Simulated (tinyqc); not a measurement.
# Hexagonal on-chip spiral inductor, lumped pi model, step by step

tinyqc, about 0.01 s, one thread, Intel Xeon 2.30GHz (shared host): `OMP_NUM_THREADS=1 python tinyqc.py 2302240 2302241 out.jsonl` Printed values are rounded.

Outer diameter do = di + 2 n wd + 2 (n - 1) sp, mean da = (do + di)/2, fill p = (do - di)/(do + di), length l = 3.464 n da. L = 2.33 mu0 n^2 da/(1 + 3.82 p), mu0 = 4 pi 1e-7 H/m. Rs = rho l/(wd delta (1 - exp(-th/delta))), delta = sqrt(rho/(pi f mu0)). Cs = n wd^2 eps0 eo/hu across the coil. At each end Cox = l wd eps0 eo/(2 ho) leads to the substrate branch Rsi = 2 rs he/(l wd) in parallel with Csi = l wd eps0 11.7/(2 he). With one end grounded Y = 1/(Rs + i w L) + i w Cs + 1/[1/(i w Cox) + 1/(1/Rsi + i w Csi)], w = 2 pi f; Q = -Im Y/Re Y. Eddy currents in neighbouring turns and in the substrate are left out.

Values chosen for this exercise; values of the order met in silicon radio-frequency processes: number of turns n = 3.5; line width wd = 10 um; space between turns sp = 2 um; inner diameter di = 80 um; metal thickness th = 4 um; metal resistivity rho = 1.9 uohm cm; oxide below the coil ho = 5.8 um; oxide between coil and underpass hu = 1.1 um; relative permittivity of the oxide eo = 3.9; substrate resistivity rs = 1000 ohm cm; effective spreading depth in the substrate he = 30 um; frequency f = 5 GHz.

Constants: eps0 = 8.8541878128e-12 F/m. Results are converted to the units shown.

## Geometry and model elements

do, l, L, delta, Rs, Cs, Cox, Rsi and Csi as defined.

do = 160 um
l = 1454.88 um
L = 1.89330 nH
delta = 0.981097 um
Rs = 2.86613 ohm
Cs = 10.9872 fF
Cox = 43.3094 fF
Rsi = 41240.5 ohm
Csi = 25.1195 fF

Rs is 4.15 times the direct-current value in this empirical form, which overstates the skin effect of a flat slab when delta is near th and so stands in for some current crowding.

## Admittance, quality factor and apparent inductance

Series branch 1/(Rs + i w L), substrate branch, total Y, Q = -Im Y/Re Y, apparent inductance Im(1/Y)/w, metal-only value w L/Rs, share of the loss in the substrate Re(substrate branch)/Re Y.

series branch = 0.8083-16.7735i mS
substrate branch = 0.009712+0.499573i mS
Y = 0.8180-15.9287i mS
Q = 19.4735
apparent inductance = 1.99308 nH
w L/Rs = 20.7526
share of the loss in the substrate = 1.18733 %

Q is 93.8 % of the metal-only value.
